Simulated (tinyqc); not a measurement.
# Gain factor and gap resistance from two string resistances

Question. At small bit-line voltage each of the 96 cells has the resistance 1/(K x) at overdrive x (no mobility reduction) in series with a gap resistance Rg. Find K, Rg and the share of the gaps at the higher overdrive.

resistance of a string of 96 equal cells at overdrives of 3.1 and 8.1 V (kohm): [4171.8616, 1999.6013]

Solution. The resistance per cell is a straight line in 1/x with slope 1/K and intercept Rg.

K = 8.80 uA/V^2
Rg = 6.80 kohm
share of the gaps = 32.6 %

Program tinyqc, `OMP_NUM_THREADS=1 python tinyqc.py 2142051 2142052 out.jsonl`; Intel Xeon 2.30GHz, shared host, one thread, about 0.5 s.
